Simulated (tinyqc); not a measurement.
Keating valence-force model of a tetrahedral crystal: one step, computed by the program tinyqc.

Atom A sits at 0 and atom B at a/4 (1,1,1) of an fcc lattice; the four bonds from A are t = a/4 (1,1,1), a/4 (1,-1,-1), a/4 (-1,1,-1), a/4 (-1,-1,1), of length d = sqrt(3) a/4. Energy: E = (3 alpha/(8 d^2)) sum over bonds (r.r - d^2)^2 + (3 beta/(8 d^2)) sum over pairs of bonds at one atom (r_i.r_j + d^2/3)^2, with beta_A for the six pairs at A and beta_B for the six at B. The cell holds two atoms, Omega = a^3/4. 1 N/m = 1 J/m^2. With constants fitted to the elastic moduli this model puts optical and zone-boundary frequencies of real crystals too high, by up to about 20 % in elemental crystals and up to about 50 % in compounds, and mostly by more for TA modes; in compounds the lattice part of the static dielectric constant then comes out too low.

Question. Dynamical matrix at q. With displacements u exp(i q.r), each bracket changes by g.u, where g = (g_A, g_B): bond t, g = (-2 t, 2 t exp(i q.t)); pair (i, j) at A, g = (-(t_i + t_j), t_i exp(i q.t_j) + t_j exp(i q.t_i)); pair at B, g = (-t_i exp(-i q.t_j) - t_j exp(-i q.t_i), t_i + t_j). Then D_mn = sum over the 4 bonds and 12 pairs of (4 k/a^2) conj(g_m) g_n / sqrt(M_m M_n), with k = alpha or beta converted to eV/angstrom^2. Only the short-range forces enter; the Coulomb field of the charges is left out.

Inputs (values chosen for the exercise, modelled on indium phosphide): mass M_A = 114.82 u; mass M_B = 30.97 u; bond stretching alpha = 43.9 N/m; bond bending beta_A = 6.34 N/m; bond bending beta_B = 8.17 N/m.

Structure: zinc blende.

wave vector q (2 pi/a): [0.24, 0.34, 0]

Constants: 1 eV/angstrom^2 = 16.02176634 J/m^2.

Give: D(q).

Answer.

D(q) (eV/(angstrom^2 u)), rows A x, A y, A z, B x, B y, B z:
$$\begin{pmatrix}
0.1130 & 0.0027 & 0.0000+0.0011i & -0.1714 & 0.0287 & 0.0000-0.0726i \\
0.0027 & 0.1152 & 0.0000+0.0016i & 0.0287 & -0.1714 & 0.0000-0.0486i \\
0.0000-0.0011i & 0.0000-0.0016i & 0.1119 & 0.0000-0.0726i & 0.0000-0.0486i & -0.1714 \\
-0.1714 & 0.0287 & 0.0000+0.0726i & 0.4175 & 0.0077 & 0.0000-0.0030i \\
0.0287 & -0.1714 & 0.0000+0.0486i & 0.0077 & 0.4238 & 0.0000-0.0045i \\
0.0000+0.0726i & 0.0000+0.0486i & -0.1714 & 0.0000+0.0030i & 0.0000+0.0045i & 0.4142
\end{pmatrix}$$
